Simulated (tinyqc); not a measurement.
AlGaN/GaN HEMT with access regions, lumped model: two steps of the calculation.

A polarisation-induced electron sheet under a Schottky gate, in series with two ungated access regions and contacts. Drift law v = mu E/(1 + mu E/vs) under the gate. Currents in mA/mm, resistances in ohm mm. No self-heating, no channel-length modulation; fits for polarisation, barrier and offset are chosen for the exercise.

Inputs (values chosen for the exercise); values close to those of AlGaN/GaN structures:
- x = 0.22 (aluminium share of the barrier)
- d = 18 nm (barrier thickness)
- eps_r = 9.4 (relative permittivity of barrier and channel)
- mu = 1300 cm^2/(V s) (channel mobility)
- vs = 1.4e7 cm/s (saturation velocity)
- Lg = 0.25 um (gate length)
- Ls = 0.5 um (source access length)
- Ld = 2 um (drain access length)
- Rc = 0.15 ohm mm (resistance of each contact)
- ft = 0 (share of the drain-access electrons removed by traps)
- Vg = -0.5 V (gate voltage)
- Vd = 10 V (drain voltage)
- Ec = 3 MV/cm (critical field)
- te = 0.25 um (depth over which the depleted charge spreads)
- tf = 100 nm (insulator under the field plate)
- ei = 7 (relative permittivity of that insulator)

Constants: q = 1.602176634e-19 C, eps0 = 8.8541878128e-14 F/cm where lengths are in cm. Results are converted to the units shown.

Question 1. Drain current. Access resistance R(L, n) = L/(q mu n sqrt(1 - (I/(q n vs))^2)); Rs = Rc + R(Ls, n0), Rd = Rc + R(Ld, (1 - ft) n0). Vg' = Vg - I Rs, Vd' = Vd - I (Rs + Rd); with u = Vg' - VT, Vc = vs Lg/mu and w the smaller of Vd' and Vc [sqrt(1 + 2 u/Vc) - 1] (0 if negative), the channel gives (mu Cb/Lg)(u w - w^2/2)/(1 + w/Vc). I(new) is that channel current.

I at the start = 750 mA/mm
VT = -3.2510785 V
Cb = 0.46238536 uF/cm^2
n0 = 9.3825555e12 cm^-2

Give: Rs; Rd; Vg'; Vd'; channel current; I after iteration 1.

Answer 1.

Rs = 0.4238 ohm mm
Rd = 1.245 ohm mm
Vg' = -0.8179 V
Vd' = 8.748 V
channel current = 988.2 mA/mm
I after iteration 1 = 988.2 mA/mm

Question 2. On-resistance and breakdown. sigma = (5e13 x + 1.6e13 x^2) cm^-2, phiB = 0.84 + 1.3 x, dEc = 0.7 (1.71 x + x^2) in volts, Cb = eps0 eps_r/d, VT = phiB - dEc - q sigma/Cb, access density n0 = -Cb VT/q. Ron = 2 Rc + Ls/(q mu n0) + Ld/(q mu (1 - ft) n0) + Lg/(mu Cb (Vg - VT)). Off state: a depleted stretch that holds the voltage V has the peak field sqrt(k V), k = 2 q n0/(eps0 eps_r te), so one edge holds V1 = Ec^2/k. The sheet under the plate pinches off at Vf = q n0 (1/Cb + tf/(eps0 ei)); beyond it the gate edge is screened. BV = V1 if Vf >= V1, else Vf + V1, and at most Ec Ld. Specific resistance Ron (Ls + Lg + Ld); figure of merit BV^2 over it.

Give: Ron; Vf; V1; BV; specific resistance; figure of merit.

Answer 2.

Ron = 1.7305 ohm mm
Vf = 27.505 V
V1 = 62.287 V
BV = 89.792 V
specific resistance = 0.047588 mohm cm^2
figure of merit = 169.43 MW/cm^2

The plate raises BV by a factor of 1.44.

Numbers from tinyqc (`OMP_NUM_THREADS=1 python tinyqc.py 2570071 2570072 out.jsonl`; about 0.02 s on one thread of a shared Intel Xeon 2.30GHz).
